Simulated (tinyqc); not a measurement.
What moves the results: tunnelling through a thin dielectric with one trap, as a tight-binding chain. A value that a table varies takes the place of the one given here.

Hopping -t everywhere, t = c/(m a^2), c = hbar^2/2m0; lead sites at 2t (band bottom 0), barrier sites 1 to N at 2t + phi, and site j has U besides. No voltage. Leads give S = -t exp(ika) on sites 1 and N, cos(ka) = 1 - E/(2t). T = (2 t sin(ka))^2 |G_1N|^2, G = (E - H - S)^-1. In the barrier cosh(q a) = 1 + (phi - E)/(2t).

Resonance: the lowest eigenvalue of H + S(E), iterated until its real part equals E (40 rounds from Eb = phi + 2t - sqrt(4t^2 + U^2), the level in an endless barrier). With v the normalised squared amplitudes of that state, Gamma_L = 2 t sin(ka) v_1, Gamma_R = 2 t sin(ka) v_N; Breit-Wigner T = Gamma_L Gamma_R/((E - Er)^2 + (Gamma_L + Gamma_R)^2/4).

Constants: hbar^2/2m0 = 3.80998211 eV angstrom^2.

Inputs chosen for the exercise (barrier and mass of the size used for Si3N4 on silicon; shifted at random, so the results belong to these values and not to a real crystal):
- a = 2.5 angstrom (site spacing)
- m = 0.49 m0 (mass, the same in leads and barrier)
- phi = 2.08 eV (conduction edge of the barrier above that of the leads)
- N = 7 (barrier sites)
- j = 3 (site of the trap)
- U = -3.13 eV (extra energy on the trap site)
- E = 0.4 eV (electron energy)

## Transmission around the level

Er = 0.56572 eV

widths (meV): left 24.077, right 0.35668

Energies Er + x (Gamma_L + Gamma_R).

T:

| x | E (eV) | chain | Breit-Wigner | no trap |
|---|---|---|---|---|
| -8.0 | 0.3703 | 9.37e-05 | 0.000224 | 4.92e-07 |
| -3.0 | 0.4924 | 0.00116 | 0.00156 | 9.74e-07 |
| -1.0 | 0.5413 | 0.0106 | 0.0115 | 1.26e-06 |
| -0.5 | 0.5535 | 0.0277 | 0.0288 | 1.35e-06 |
| 0.0 | 0.5657 | 0.0575 | 0.0575 | 1.43e-06 |
| 0.5 | 0.5779 | 0.0305 | 0.0288 | 1.53e-06 |
| 1.0 | 0.5902 | 0.0130 | 0.0115 | 1.63e-06 |
| 3.0 | 0.6390 | 0.00216 | 0.00156 | 2.09e-06 |
| 8.0 | 0.7612 | 0.000508 | 0.000224 | 3.87e-06 |

At Er the chain gives 0.0575, 4.01e+04 times the value without trap, and Breit-Wigner 0.0575. In the wings the single pole gives 2.39 times the chain value at x = -8 and 0.441 times at x = 8, because the widths and the level shift change with energy.

## Where a trap does most harm

The trap is moved through the barrier. The area under the resonance, 2 pi Gamma_L Gamma_R/(Gamma_L + Gamma_R), sets the current through it.

Against position:

| j | Er (eV) | Gamma_L (meV) | Gamma_R (meV) | peak | area (meV) |
|---|---|---|---|---|---|
| 3 | 0.5657 | 24.1 | 0.357 | 0.0575 | 2.21 |
| 4 | 0.5688 | 2.95 | 2.95 | 1.00 | 9.28 |
| 5 | 0.5657 | 0.357 | 24.1 | 0.0575 | 2.21 |

The area is largest at j = 4 (9.28 meV) and 4.2 times smaller at j = 3: the slower of the two steps limits the current, so traps in the middle carry most. Each site towards a lead multiplies its width by about 8.15, close to exp(2 q a) = 8.21 at Eb.

## Direct against trap-assisted paths

N odd, the trap in the middle, j = (N + 1)/2. Direct T is that without trap at the energy Er; area = 2 pi Gamma_L Gamma_R/(Gamma_L + Gamma_R). The exponents are the slopes of the logarithms between the last two rows, per angstrom.

Against thickness:

| N | N a (angstrom) | Er (eV) | direct T | area (meV) |
|---|---|---|---|---|
| 5 | 12.5 | 0.5615 | 9.55e-05 | 75.0 |
| 7 | 17.5 | 0.5688 | 1.46e-06 | 9.28 |
| 9 | 22.5 | 0.5696 | 2.17e-08 | 1.13 |
| 11 | 27.5 | 0.5697 | 3.22e-10 | 0.138 |
| 13 | 32.5 | 0.5697 | 4.79e-12 | 0.0168 |
| 15 | 37.5 | 0.5697 | 7.10e-14 | 0.00205 |
| 17 | 42.5 | 0.5697 | 1.05e-15 | 0.000250 |

exponents (1/angstrom): direct 0.8420, through the trap 0.4210

The direct path falls as exp(-0.842 d) and the path through a central trap as exp(-0.421 d), 2.00 times more slowly, since each step crosses half the layer. From 5 to 17 sites the first loses 11.0 decades and the second 5.5: in thicker layers even few traps rule the leakage. Inelastic capture with phonons is left out.

## What each parameter does

Resonance and log10 T at E. Each row changes one parameter from the base and keeps the others.

Results:

| case | Er (eV) | Gamma_L (meV) | Gamma_R (meV) | log10 T |
|---|---|---|---|---|
| base | 0.5657 | 24.08 | 0.3567 | -3.822 |
| m = 0.451 m0 | 0.6434 | 32.72 | 0.6257 | -3.905 |
| phi = 2.18 eV | 0.6668 | 24.73 | 0.3666 | -4.384 |
| N = 8 | 0.5658 | 24.08 | 0.04336 | -4.782 |
| j = 4 | 0.5688 | 2.955 | 2.955 | -3.840 |
| U = -3.036 eV | 0.6397 | 26.64 | 0.4341 | -4.145 |

The largest shifts from the base row, up to three for each result and ties (the steps differ in size, so this ranks the rows, not the parameters). Er (eV): phi +0.1011, m +0.0776, U +0.0739. Gamma_L (meV): j -21.1, m +8.64, U +2.56; unchanged at the printed digits by N. Gamma_R (meV): j +2.60, N -0.313, m +0.269. log10 T: N -0.960, phi -0.563, U -0.324.

tinyqc: `OMP_NUM_THREADS=1 python tinyqc.py 1481095 1481096 out.jsonl`; about 0.09 s, one thread, shared Intel(R) Xeon(R) Processor @ 2.30GHz.
